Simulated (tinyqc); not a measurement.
Choosing the metal: Schottky barrier with interface states (Cowley-Sze model), image lowering and contact resistance. Computed by tinyqc, a small Python program. Command: `OMP_NUM_THREADS=1 python tinyqc.py 3012761 3012762 out.jsonl pinning walk`. One thread of a shared host (Intel(R) Xeon(R) Processor @ 2.30GHz), about 0.01 s of CPU time with the checks.

An n-type semiconductor under a metal. The barrier lies between the Schottky-Mott limit phi_M - chi and the Bardeen limit E_g - E_n, E_n being the neutrality level of the interface states; the space-charge term of the full Cowley-Sze expression is left out.

Inputs (values chosen for the exercise, for a model semiconductor):
```
quantity                                       value         unit
gap E_g                                         3.06           eV
electron affinity chi                           4.02           eV
metal work function phi_M                       4.41           eV
neutrality level E_n above the valence band     1.28           eV
interface-state density D                    1.3e+14  cm^-2 eV^-1
dipole layer thickness delta                    0.36           nm
dipole layer constant eps_i                        1            -
dielectric constant eps_s                       6.82            -
electron mass m_e                               0.19          m_0
valleys M_c                                        1            -
donor density N                              5.5e+16        cm^-3
temperature T                                    200            K
```

Pinning factor from: interface states.

Constants: e = 1.602176634e-19 C; eps_0 = 8.8541878128e-12 F/m; k_B = 8.617333262e-05 eV/K; hbar = 1.054571817e-34 J s; m_0 = 9.1093837015e-31 kg; k_B = 1.380649e-23 J/K; h = 6.62607015e-34 J s.

Method:
- S = 1/(1 + e^2 D delta/(eps_i eps_0)); for D per eV, e^2 D is the number e x D in SI units, with 1 cm^-2 = 1e4 m^-2.
- phi_B = S (phi_M - chi) + (1 - S)(E_g - E_n); the hole barrier is E_g - phi_B.
- A* = 4 pi e m_e M_c k_B^2/h^3 (a simple valley count); J_s = A* T^2 exp(-phi/k_B T).
- E_00 = (e hbar/2) sqrt(N/(m_e eps_s eps_0)), E_0 = E_00 coth(E_00/k_B T); scaling form of the contact resistivity rho_c = (k_B/(e A* T)) exp(phi_B/E_0), which is the thermionic result when E_00 << k_B T and keeps only the leading exponential of tunnelling when E_00 >> k_B T; image lowering is left out of it.

pinning factor S = 0.105613

Bardeen barrier = 1.78 eV

E_0 = 0.0175167 eV

Against work function:
```
phi_M (eV)  Schottky-Mott (eV)  phi_B (eV)  J_0 (A/cm^2)  rho_c (ohm cm^2)
4.02                      0.00      1.5920    6.9786e-35        5.5805e+31
4.25                      0.23      1.6163    1.7048e-35        2.2332e+32
4.48                      0.46      1.6406    4.1644e-36        8.9366e+32
4.71                      0.69      1.6649    1.0173e-36        3.5762e+33
4.93                      0.91      1.6881    2.6421e-37        1.3474e+34
5.16                      1.14      1.7124    6.4543e-38        5.3919e+34
5.39                      1.37      1.7367    1.5767e-38        2.1577e+35
5.62                      1.60      1.7610    3.8515e-39        8.6346e+35
```

What does the comparison show, and why?

A span of 1.60 eV in work function moves the barrier by 0.169 eV (slope S = 0.106) and rho_c by 4.2 decades. The barrier equals its Schottky-Mott value only at phi_M = chi + E_g - E_n = 5.80 eV, where the interface states are neutral.
